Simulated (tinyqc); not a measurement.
What moves the results: quantum well in an electric field by finite differences. A value that a table varies takes the place of the one given here.

Finite differences on points z_i at the centres of cells of width h: H_ii = (c/h^2)(1/m_(i-1/2) + 1/m_(i+1/2)) + V_i, H_(i,i+1) = -(c/h^2)/m_(i+1/2), where m_(i+1/2) is the mean of the masses at the two points (the end values are repeated outwards), psi = 0 on the points beyond both ends, c = hbar^2/2m0. The field adds e F (z - z0) with z0 the middle of the structure; 1 kV/cm = 1e-5 eV/angstrom.

Constants: hbar^2/2m0 = 3.80998211 eV angstrom^2.

Parameters, chosen for this exercise (near those of an InGaAs well in InP; shifted at random, so the results belong to these values and not to a real crystal):
```
symbol  value                                                         unit      meaning
layers  ((60, 0.249, 0.0764), (100, 0, 0.0399), (60, 0.249, 0.0764))            each layer: thickness in angstrom, band edge in eV, mass in m0
hf      1.25                                                          angstrom  cell width of the fine grid
Fs      (0, 11.7, 23.3, 35, 46.7, 58.3, 70)                           kV/cm     fields
F       15                                                            kV/cm     field along z
Lw      100                                                           angstrom  well width
Lb      60                                                            angstrom  each outer barrier
V0      0.249                                                         eV        barrier height
mw      0.0399                                                        m0        mass in the well
mb      0.0764                                                        m0        mass in the barriers
```

## Stark shift

Fine grid. Perturbation theory: dE1 = e F z_11 - beta (e F)^2 with beta = sum_j z_1j^2/(E_j - E_1) over the 13 next levels at zero field, z from z0.

Levels against field:
```
F (kV/cm)  E1 (eV)  E2 (eV)  dE1 (meV)  second order (meV)  <z - z0> (angstrom)  E2 - E1 (meV)
0           0.0402   0.1623       0.00                0.00                  0.0          122.2
11.7        0.0401   0.1623      -0.08               -0.08                 -1.4          122.2
23.3        0.0398   0.1623      -0.33               -0.33                 -2.8          122.5
35.0        0.0394   0.1623      -0.74               -0.75                 -4.2          122.9
46.7        0.0388   0.1622      -1.32               -1.33                 -5.6          123.4
58.3        0.0381   0.1621      -2.06               -2.07                 -7.0          124.0
70.0        0.0372   0.1620      -2.96               -2.98                 -8.4          124.8
```

z_11 = 0.00 angstrom
beta = 6088 angstrom^2/eV

At zero field the state is centred, so the shift starts as F^2; it turns linear only if the state is pulled to one side. At 70 kV/cm E1 has moved by -2.96 meV, where second order gives -2.98 meV; they differ by 0.9 % there. The electron moves by -8.4 angstrom, against the rise of the potential. E2 - E1 grows with the field; the ends are 122.2 and 124.8 meV.

## Order of mass and momentum

Fine grid. Hermitian kinetic operators m^a p m^b p m^a with 2a + b = -1: H_ii = (c/h^2) m_i^(2a) (m_(i-1/2)^b + m_(i+1/2)^b) + V_i, H_(i,i+1) = -(c/h^2) m_i^a m_(i+1)^a m_(i+1/2)^b; BenDaniel-Duke is a = 0. The halved form has H_ii = 2c/(h^2 m_i) + V_i and H_(i,i+1) = -(c/2h^2)(1/m_i + 1/m_(i+1)). The shifts are measured against BenDaniel-Duke; the last column repeats E1 with cells of hf/4.

Levels (eV):
```
operator                             E1      E2  E1 - E1(BDD) (meV)  E1 at hf/4
BenDaniel-Duke                   0.0400  0.1623                 0.0      0.0400
(1/m) p^2 + p^2 (1/m), halved   -0.0218  0.0243               -61.8     -1.7157
m^(-1/2) p^2 m^(-1/2)            0.0551  0.1909                15.1      0.0551
m^(-1/4) p m^(-1/2) p m^(-1/4)   0.0476  0.1764                 7.6      0.0476
one mass, the smallest           0.0478  0.1788                 7.7      0.0478
```

The three forms m^a p m^b p m^a span 15.1 meV in E1, 12 % of E2 - E1; they differ only at the mass steps (largest to smallest mass 1.91), where m^a psi is the continuous quantity. Dropping the mass step altogether moves E1 by +7.7 meV. Refining the grid moves the halved form by -1693.8 meV, against at most 0.04 meV for the other three: at an abrupt step it has no limit as the grid is refined.

## What each parameter does

Three layers: barrier, well, barrier; fine grid. The Stark shift is E1(F) - E1(0). Each row changes one parameter from the base and keeps the others.

Results:
```
case               E1 (eV)  E2 - E1 (meV)  Stark shift (meV)  <z - z0> (angstrom)
base                0.0400          122.3              -0.14                -1.82
Lw = 120 angstrom   0.0311           96.0              -0.22                -2.98
Lb = 80 angstrom    0.0400          121.9              -0.14                -1.84
V0 = 0.199 eV       0.0370          112.7              -0.16                -2.14
mw = 0.0459 m0      0.0379          113.1              -0.14                -1.87
mb = 0.0917 m0      0.0379          120.4              -0.14                -1.86
F = 22.5 kV/cm      0.0398          122.4              -0.31                -2.73
```

The largest shifts from the base row, up to three for each result and ties (the steps differ in size, so this ranks the rows, not the parameters). E1 (eV): Lw -0.0089, V0 -0.0030, mw -0.0022; unchanged at the printed digits by Lb. E2 - E1 (meV): Lw -26.3, V0 -9.6, mw -9.2. Stark shift (meV): F -0.17, Lw -0.09, V0 -0.02; unchanged at the printed digits by Lb, mw and mb. <z - z0> (angstrom): Lw -1.16, F -0.91, V0 -0.31.

(tinyqc, `OMP_NUM_THREADS=1 python tinyqc.py 1251088 1251089 out.jsonl`, Intel(R) Xeon(R) Processor @ 2.30GHz, 1 thread, shared host, about 0.01 s.)
